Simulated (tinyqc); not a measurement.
Worked calculation: space-charge-limited current through a thin insulating or semi-insulating film with traps. Computed by tinyqc, a small Python program that keeps every step. Command: `OMP_NUM_THREADS=1 python tinyqc.py 3003669 3003670 out.jsonl sclc walk`. One thread of a shared host (Intel(R) Xeon(R) Processor @ 2.30GHz), about 0.01 s of CPU time with the checks. Intermediate numbers are printed to about 5 digits and carried at full precision; extremes and crossings named in words are read from the listed rows.

One ohmic injecting contact at x = 0 (field zero), drift only, non-degenerate free carriers.

Inputs (values chosen for the exercise, modelled on an amorphous oxide semiconductor):
```
quantity                                            value        unit
permittivity eps                                       10           -
band mobility mu                                      9.6  cm^2/(V s)
effective density of states N_c                   5.1e+18      1/cm^3
trap density N_t                                  5.9e+17      1/cm^3
equilibrium Fermi level below the band edge, E_0     0.83          eV
thickness d                                           130          nm
free density at the anode, in units of N_c        6.6e-09           -
temperature T                                         250           K
trap level E_t below the band edge                   0.41          eV
```

Traps: single level.

Constants: k_B = 8.617333262e-05 eV/K; e = 1.602176634e-19 C; eps_0 = 8.8541878128e-12 F/m.

## Equilibrium and landmark voltages

Free density n_0 = N_c exp(-E_0/k_B T) in equilibrium; trapped density n_t(n) = N_t/(1 + n_1/n), n_1 = N_c exp(-E_t/k_B T). theta = n/(n + n_t) at the anode density; trap-filled-limit voltage V_TFL = e (N_t - n_t(n_0)) d^2/(2 eps eps_0).

n_0 = 94.516 1/cm^3

n_t(n_0) = 2.0138e+09 1/cm^3

theta = 1.0398e-07

V_TFL = 9.0213 V

## One point of the curve

J = e mu n F and (eps eps_0/e) dF/dx = n - n_0 + n_t(n) - n_t(n_0) = rho(n). With F = J/(e mu n): d = (eps eps_0 J/(e^2 mu)) I_1 and V = (eps eps_0 J^2/(e^3 mu^2)) I_2, I_k = int_(n_L)^infinity dn/(n^(k+1) rho(n)), n_L the density at the anode; with u = n_L/n, 200 Gauss-Legendre points in t, u = 1 - (1 - t)^2. Anode field J/(e mu n_L); Mott-Gurney current (9/8) eps eps_0 mu V^2/d^3; ohmic current e n_0 mu V/d.

I_1 = 7.1066e-29 cm^6

I_2 = 1.1582e-39 cm^9

current density J = 0.050913 A/cm^2

voltage V = 7.0131 V

anode field over mean field V/d = 1.8229

trap-free Mott-Gurney current = 2.1407e+05 A/cm^2

ohmic current = 7.8425e-11 A/cm^2

J is 2.38e-7 times the trap-free law and 6.49e8 times the ohmic current; theta is 1.04e-7. The field ratio is 1 for ohmic flow, 3/2 for the square law and 2 for a uniform fixed charge; here 1.82.

## The whole curve

The last column is d ln J/d ln V up to the next row.

Current against voltage:
```
n_L (1/cm^3)       V (V)  J (A/cm^2)   slope
9.90e+01      2.2650e-08  3.2182e-19    1.76
2.70e+03      2.2976e-06  1.0977e-15    1.99
7.10e+04      6.1634e-05  7.7654e-13    2.00
1.90e+06      1.6503e-03  5.5650e-10    2.00
5.10e+07      4.4104e-02  3.9956e-07    2.04
1.40e+09      1.0792e+00  2.7445e-04    2.82
3.70e+10      7.1607e+00  5.7477e-02   16.20
9.90e+11      8.9381e+00  2.0843e+00  338.41
2.60e+13      9.0252e+00  5.5497e+01  247.13
7.10e+14      9.1471e+00  1.5280e+03   20.71
1.90e+16      1.0778e+01  4.5658e+04    3.75
5.10e+17      3.3637e+01  3.2443e+06       -
```

The slope starts at 1.76, peaks at 338.4 between 8.94 and 9.03 V and ends at 3.75. Rows below 0.22 V (10 k_B T/e) are formal, since diffusion from the contact rules there. Self-heating is left out, although J V exceeds 1e5 W/cm^2 at the last row. The last rows ignore velocity saturation (mu V/d above 1e7 cm/s). The steep part is the filling of the level near V_TFL = 9.02 V, from which N_t can be read; below it a slope near 2, where the rows show one, belongs to the square law scaled by theta.

Checks made by the program: trap-free limit against the Mott-Gurney law (relative difference 5e-08).
